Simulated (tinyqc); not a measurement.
## From single traps to 1/f noise

4 half-filled traps with time constants tau_j = 8.2e-8 s times 10^(2 j), j = 0..3, each shift the threshold by a = 2.21 uV when filled and give the Lorentzian a^2 tau/(1 + (2 pi f tau)^2). For time constants spread evenly in ln tau the sum tends to a^2/(4 f ln(10^2)). slope = d ln S/d ln f.

From single traps to 1/f noise:
```
f (Hz),S (uV^2/Hz),1/f limit (uV^2/Hz),slope,j of the largest term
0.01,0.4045,26.51,-5.256e-5,3
0.1,0.4035,2.651,-0.005242,3
1,0.3205,0.2651,-0.4142,3
30,0.005621,0.008838,-0.6239,2
1000,1.872e-4,2.651e-4,-1.514,2
30000,1.239e-5,8.838e-6,-1.372,1
1e6,3.317e-7,2.651e-7,-0.4921,0
1e7,1.469e-8,2.651e-8,-1.928,0
1e8,1.523e-10,2.651e-9,-1.999,0
```

What does the table show?

Below the slowest trap (1/(2 pi tau) = 1.9 Hz) the spectrum is flat, slope 0.00 in the first row; above the fastest (1.9e6 Hz) the slope tends to -2 (-2.00 in the last row). In between, at 30, 1000 and 30000 Hz, the slopes are -0.62, -1.51 and -1.37, and S is 29 % below the 1/f limit at 1000 Hz.

Numbers from tinyqc (`OMP_NUM_THREADS=1 python tinyqc.py 2150145 2150146 out.jsonl`; about 0.01 s on one thread of a shared Intel Xeon 2.30GHz).
